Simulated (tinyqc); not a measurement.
# Modulation-doped quantum well, Poisson-Schroedinger loop: what changes with what

A well of width L centred at z = 0 between barriers Vb; effective-mass electrons in two equivalent valleys, parabolic bands. The electrons come from donor sheets outside the mesh, a share fL of Ns on the left and the rest on the right, so the structure is neutral. Energies are counted from the band edge of the well, with U = 0 on the first node in the Hartree part.

Values chosen for this exercise; material values those of a made-up well: temperature T = 400 K; mass along z in the well mw = 0.898 m0; mass along z in the barriers mb = 1.05 m0; in-plane mass md = 0.163 m0; barrier height Vb = 0.235 eV; relative permittivity (all layers) eps_r = 12.1; well width L = 2.1 nm; sheet density of electrons Ns = 9.9e11 cm^-2; share of the donors on the left side fL = 0.5; applied field along z Fz = 0 kV/cm.

Constants: q = 1.602176634e-19 C, kB = 1.380649e-23 J/K, hbar = 1.054571817e-34 J s, m0 = 9.1093837015e-31 kg, Vt = kB T/q, eps0 = 8.8541878128e-14 F/cm where lengths are in cm, hbar^2/(2 m0) = 0.0380998212 eV nm^2. Results are converted to the units shown.

Each table varies one quantity; the others keep the values above.

## Effect of the applied field along z

Schroedinger equation -C d/dz (1/m) dpsi/dz + (V0 + U) psi = E psi, C = hbar^2/(2 m0), on a fine mesh (400 intervals across the well) with hard walls 0.735 nm outside the well edges (to within half a fine step); the lowest 3 levels are kept. V0 = 0 in the well and Vb outside, plus q Fz z (1 kV/cm = 1e-4 eV/nm). N_k = D Vt ln(1 + exp((EF - E_k)/Vt)), D = 2 md m0 q/(pi hbar^2), sum N_k = Ns; n = sum N_k |psi_k|^2. dU/dz = q (fL Ns - integral of n from the left)/(eps0 eps_r). The loop is converged to 1e-9 eV; shares under 0.001 % are printed as 0.

Effect of the applied field along z:

| Fz (kV/cm) | E2 - E1 (meV) | EF - E1 (meV) | share of E2 (%) | centroid (nm) | charge in the barriers (%) | range of U in the well (meV) |
|---|---|---|---|---|---|---|
| -60 | 134 | -50.8 | 2.19 | 0.0258 | 5.30 | 4.60 |
| -45 | 134 | -50.8 | 2.20 | 0.0193 | 5.30 | 4.56 |
| -30 | 134 | -50.8 | 2.20 | 0.0129 | 5.29 | 4.51 |
| -15 | 134 | -50.8 | 2.20 | 0.00645 | 5.29 | 4.46 |
| 0 | 134 | -50.8 | 2.20 | 0 | 5.29 | 4.42 |
| 15 | 134 | -50.8 | 2.20 | -0.00645 | 5.29 | 4.46 |
| 30 | 134 | -50.8 | 2.20 | -0.0129 | 5.29 | 4.51 |
| 45 | 134 | -50.8 | 2.20 | -0.0193 | 5.30 | 4.56 |
| 60 | 134 | -50.8 | 2.19 | -0.0258 | 5.30 | 4.60 |

What does the comparison show?

As Fz goes from -60 to 60, E2 - E1 stays near 134 meV, EF - E1 stays near -50.8 meV and the share of E2 stays near 2.20 %. EF stays below E2 throughout. The centroid falls from 0.0258 to -0.0258 nm.

## Effect of the sheet density of electrons

Same model as above.

The same in every row: centroid (nm) = 0.

Effect of the sheet density of electrons:

| Ns (cm^-2) | E2 - E1 (meV) | EF - E1 (meV) | share of E2 (%) | charge in the barriers (%) | range of U in the well (meV) |
|---|---|---|---|---|---|
| 5e10 | 136 | -157 | 1.92 | 5.13 | 0.224 |
| 9.4e10 | 136 | -135 | 1.93 | 5.14 | 0.422 |
| 1.7e11 | 136 | -114 | 1.95 | 5.15 | 0.762 |
| 3.3e11 | 135 | -91.0 | 2.00 | 5.18 | 1.48 |
| 6.1e11 | 135 | -68.8 | 2.08 | 5.22 | 2.73 |
| 1.1e12 | 134 | -46.8 | 2.23 | 5.31 | 4.90 |
| 2.1e12 | 133 | -20.9 | 2.59 | 5.49 | 9.31 |
| 4e12 | 130 | 8.43 | 3.43 | 5.86 | 17.5 |

As Ns goes from 5e10 to 4e12, E2 - E1 falls from 136 to 130 meV, EF - E1 rises from -157 to 8.43 meV and the share of E2 rises from 1.92 to 3.43 %. EF stays below E2 throughout. The band bending across the well rises from 0.224 to 17.5 meV, as Ns^(0.99). With donors on both sides alike the electrons raise a hump in the middle, which pushes E1 towards E2.

Numbers from tinyqc (`OMP_NUM_THREADS=1 python tinyqc.py 2140006 2140007 out.jsonl`; about 0.1 s on one thread of a shared Intel Xeon 2.30GHz).
